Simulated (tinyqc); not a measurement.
Donor binding, ionisation and the Mott limit: two steps of the calculation.

Hydrogenic donor: Ry = (m0 q^3/(8 eps0^2 h^2)) me/eps_r^2 in eV, E0 = cc Ry, radius a = q/(8 pi eps0 eps_r E0), Mott density Nm = (0.26/a)^3. Below Nm the level sinks as Ed = E0 [1 - (N/Nm)^(1/3)]. Neutrality: Nc F12(eta) = N/(1 + 2 exp(eta + Ed/kB T)), F12(x) = (2/sqrt(pi)) int_0^infinity sqrt(u)/(1 + exp(u - x)) du.

Values chosen for this exercise; band and dielectric values close to those of gallium phosphide: temperature T = 300 K; relative permittivity eps_r = 11.1; mass in the hydrogenic formula, set independently of Nc me = 0.299 m0; conduction-band density of states at 300 K Nc = 1.81e19 cm^-3; ratio of the true binding energy to the hydrogenic one cc = 1; donor density N = 1e18 cm^-3.

Constants: q = 1.602176634e-19 C, kB = 1.380649e-23 J/K, eps0 = 8.8541878128e-12 F/m, h = 6.62607015e-34 J s, m0 = 9.1093837015e-31 kg, Vt = kB T/q. Results are converted to the units shown.

Problem 1. Binding energy, radius and Mott density. The mean spacing of the donors is N^(-1/3).

Give: Ry; E0; a; Nm; spacing over a; Ed.

Solution 1.

Ry = 33.02 meV
E0 = 33.02 meV
a = 1.965 nm
Nm = 2.318e18 cm^-3
spacing over a = 5.090
Ed = 8.070 meV

Problem 2. Ionisation. Solve the neutrality equation for eta. Boltzmann form: with k = (Nc/2) exp(-Ed/kB T) the ionised share is [-k + sqrt(k^2 + 4 k N)]/(2 N).

Ed = 8.0702197 meV

Wanted: eta; ionised share; n; ionised share, Boltzmann form.

Solution 2.

eta = -3.0056
ionised share = 88.083 %
n = 8.8083e17 cm^-3
ionised share, Boltzmann form = 88.243 %

With the level held at E0 the share would be 76.5 %.

Range of the model: A sharp level with degeneracy 2 overstates freeze-out near Nm, where the impurity band broadens and merges with the conduction band.

tinyqc, about 0.01 s, one thread, Intel Xeon 2.30GHz (shared host): `OMP_NUM_THREADS=1 python tinyqc.py 2330130 2330131 out.jsonl`
